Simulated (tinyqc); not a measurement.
Length of a polyene: Hueckel, PPP and singles CI along the polyenes. Computed by the program tinyqc. Hueckel uses the same beta without repulsion; CIS keeps all single excitations and so misses the low, doubly excited 2Ag state. W is the valence ionisation energy of a centre, MN the Mataga-Nishimoto formula, f the oscillator strength.

All-trans chains of carbon centres 1.40 angstrom apart:
```
parameter                               value
beta (eV), times 1 +/- alternation  -2.520000
alternation                          0.100000
W (eV)                              11.160000
gamma_rr (eV)                       11.250000
repulsion formula                        Ohno
```

Gaps and excitations (eV):
```
centres  Hueckel gap  PPP orbital gap  bright singlet (CIS)       f  lowest triplet (CIS)
2             5.5440          13.1351                7.3734  0.6322                3.7146
4             3.7220          10.5479                5.8010  1.1409                2.7349
6             2.8890           9.2596                4.9065  1.5753                2.2728
8             2.4190           8.5073                4.3471  1.9633                2.0270
10            2.1196           8.0253                3.9728  2.3196                1.8827
12            1.9134           7.6968                3.7102  2.6560                1.7918
```

What does the comparison show, and why?

The Hueckel gap tends to 4 x alternation x |beta| = 1.01 eV for long chains. Exchange opens the PPP orbital gap, and the attraction of electron and hole brings the bright state 3.99 eV below it at 12 centres; the triplet lies 1.92 eV lower still.
